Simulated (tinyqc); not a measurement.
Phonon-assisted absorption at an indirect gap: one step. What a slab does with it. Three cases, with inputs chosen for the exercise.

Problem. d in cm is 1e-4 times the value in micrometres.

Slab of thickness d in air, incoherent passes: R = ((nr - 1)/(nr + 1))^2, x = exp(-alpha d); transmitted Tr = (1 - R)^2 x/(1 - R^2 x^2), reflected Rt = R + (1 - R)^2 R x^2/(1 - R^2 x^2), absorbed Ab = (1 - R)(1 - x)/(1 - R x).

Give: R; x; Tr; Rt; Ab.

Case 1.

Values chosen (out of a larger set: loosely those of Si at room temperature; Eg is not tied to T; not measured data): nr = 3.53 (refractive index); d = 36 micrometre (thickness).

alpha = 9.21617 1/cm

Solution.

R = 0.3119
x = 0.9674
Tr = 0.5039
Rt = 0.4640
Ab = 0.0322

A single pass would absorb (1 - R)(1 - x) = 0.0225; the back face adds 0.0097.

Case 2.

Values chosen (out of a larger set: loosely those of AlAs at room temperature; Eg is not tied to T; not measured data): nr = 3.14 (refractive index); d = 0.55 micrometre (thickness).

alpha = 595.134 1/cm

Solution.

R = 0.2672
x = 0.9678
Tr = 0.5570
Rt = 0.4112
Ab = 0.0318

A single pass would absorb (1 - R)(1 - x) = 0.0236; the back face adds 0.0082.

Case 3.

Values chosen (out of a larger set: loosely those of Si at room temperature; Eg is not tied to T; not measured data): nr = 3.54 (refractive index); d = 95 micrometre (thickness).

alpha = 0.687276 1/cm

Solution.

R = 0.3130
x = 0.9935
Tr = 0.5191
Rt = 0.4744
Ab = 0.0065

A single pass would absorb (1 - R)(1 - x) = 0.0045; the back face adds 0.0020.

Computed by tinyqc, one run a case: `OMP_NUM_THREADS=1 python tinyqc.py N N+1 out.jsonl` with N = 1650130, 1650178, 1650417; one thread of a shared Intel(R) Xeon(R) Processor @ 2.30GHz, about 0.01 s a run at most.
